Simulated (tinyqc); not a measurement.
Physical sputtering: collision-cascade yield, angular dependence, faceting and resputtering in deposition: one step, computed by the program tinyqc. Command: `OMP_NUM_THREADS=1 python tinyqc.py 3013304 3013305 out.jsonl sputter walk`. One thread of a shared host (Intel(R) Xeon(R) Processor @ 2.30GHz), about 0.01 s of CPU time with the checks.

Ions start collision cascades; atoms that reach the surface with more than U leave. The target is amorphous or fine-grained.

Problem. Yield at normal incidence. gamma = 4 M1 M2/(M1 + M2)^2; threshold E_th = 6.7 U/gamma for M1 >= M2, else U (1 + 5.7 M1/M2)/gamma. eps = 0.03255 M2 E/(Z1 Z2 (M1 + M2) z), z = (Z1^(2/3) + Z2^(2/3))^(1/2), E in eV; s_n = 3.441 sqrt(eps) ln(eps + 2.718)/(1 + 6.355 sqrt(eps) + eps (6.882 sqrt(eps) - 1.708)); S_n = 84.78 Z1 Z2 M1 s_n/((M1 + M2) z) in eV angstrom^2; alpha = 0.249 (M2/M1)^0.56 + 0.0035 (M2/M1)^1.5 for M1 <= M2, else 0.0875 (M2/M1)^(-0.15) + 0.165 M2/M1; Y0 = 0.042 Q alpha S_n/U [1 - sqrt(E_th/E)]^2.5 (the electronic-loss factor of the full formula is dropped). Erosion rate = Y0 J/(e N); 1 cm^2 = 1e14 nm^2.

Inputs (values chosen for the exercise, modelled on gallium ions on germanium):
```
quantity,value,unit
ion Z1,31,-
ion mass M1,69.7,u
target Z2,32,-
target mass M2,72.6,u
surface binding energy U,3.85,eV
target density N,44.2,1/nm^3
fit factor Q,0.57,-
ion energy E,990,eV
current density J,2.1,mA/cm^2
```

Constants: e = 1.602176634e-19 C.

Give: energy transfer factor gamma; threshold E_th; reduced energy eps; nuclear stopping S_n; alpha; yield Y0; erosion rate.

Solution.

energy transfer factor gamma = 0.9996

threshold E_th = 24.93 eV

reduced energy eps = 0.003711

nuclear stopping S_n = 1400 eV angstrom^2

alpha = 0.2585

yield Y0 = 1.461 atoms per ion

erosion rate = 260.0 nm/min

The threshold factor is 0.649; the energy cost is 678 eV per removed atom, 176 times U.
